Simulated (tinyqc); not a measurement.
Inside a calculation. Method: exchange-only LDA atom on a uniform radial grid, spin-unpolarised, for B(2+). Computed by tinyqc, a small Python program that keeps every step. Settings: Z = 5, points = 128, R = 9.0, functional = Slater exchange alone, mixing = 0.2, iteration cap = 67. Command: `OMP_NUM_THREADS=1 python tinyqc.py 31738 31739 out.jsonl` (the two numbers bound the seeds that draw the settings). One thread of a shared host (Intel(R) Xeon(R) Processor @ 2.60GHz), about 0.3 s of CPU time with the checks.

Spherical atom on a uniform radial grid r_j = j h with h = R/(N + 1), h sum u^2 = 1 and integrals as h times sums, u(0) = u(R) = 0 (atomic units):
```
parameter           value
Z                       5
points N              128
R                9.000000
h                0.069767
mixing           0.200000
electrons in 1s         2
electrons in 2s         1
```

Three-point differences turn -u''/2 + [l(l+1)/2r^2 - Z/r + V] u = e u into a tridiagonal matrix (diagonal 1/h^2 + potential, off-diagonal -1/2h^2). D = sum f u^2; the Hartree potential y/r solves y'' = -D/r with y(0) = 0, y(R) = N_e; v_xc comes from rho = D/(4 pi r^2); E = sum f e - int D V + int D (V_H/2 + eps_xc); V(new) = V + mixing (V_H + v_xc - V).

Stop when input and output potentials agree to 1e-7.

Course of the cycle (hartree):
```
iteration           E     e(1s)    e(2s)  largest |V(out) - V(in)|
1          -21.767266  -12.1412  -3.1016                  7.30e+00
2          -21.926013  -11.0577  -2.6361                  5.65e+00
3          -22.029045  -10.2170  -2.2826                  4.37e+00
4          -22.095138   -9.5646  -2.0131                  3.38e+00
5          -22.137104   -9.0585  -1.8066                  2.61e+00
6          -22.163520   -8.6658  -1.6478                  2.01e+00
7          -22.180027   -8.3612  -1.5253                  1.55e+00
8          -22.190279   -8.1249  -1.4304                  1.19e+00
9          -22.196615   -7.9417  -1.3567                  9.16e-01
10         -22.200516   -7.7995  -1.2994                  7.04e-01
11         -22.202911   -7.6894  -1.2547                  5.41e-01
...               ...       ...      ...                       ...
57         -22.206677   -7.3095  -1.0932                  4.54e-06
58         -22.206677   -7.3095  -1.0932                  3.59e-06
59         -22.206677   -7.3095  -1.0932                  2.84e-06
60         -22.206677   -7.3095  -1.0932                  2.24e-06
61         -22.206677   -7.3095  -1.0932                  1.77e-06
62         -22.206677   -7.3095  -1.0932                  1.40e-06
63         -22.206677   -7.3095  -1.0932                  1.11e-06
64         -22.206677   -7.3095  -1.0932                  8.75e-07
65         -22.206677   -7.3095  -1.0932                  6.92e-07
66         -22.206677   -7.3095  -1.0932                  5.48e-07
67         -22.206677   -7.3095  -1.0932                  4.33e-07
```

Can the last value be used, and what does the course show?

Not by the stop rule, although the second column moves by less than 1e-07 over the last three steps; and the uniform grid itself carries an error of order h^2 at the cusp, far above the threshold. Not converged within 67 iterations: the residual falls steadily but slowly, by a factor of about 0.79 a step. Reruns (cap 100 unless said): mixing 0.3: converged in 47; mixing 0.6: converged in 19; the original settings with a cap of 400: converged in 74. Even converged, this uniform grid resolves the cusp poorly and misses the energy of the atom.
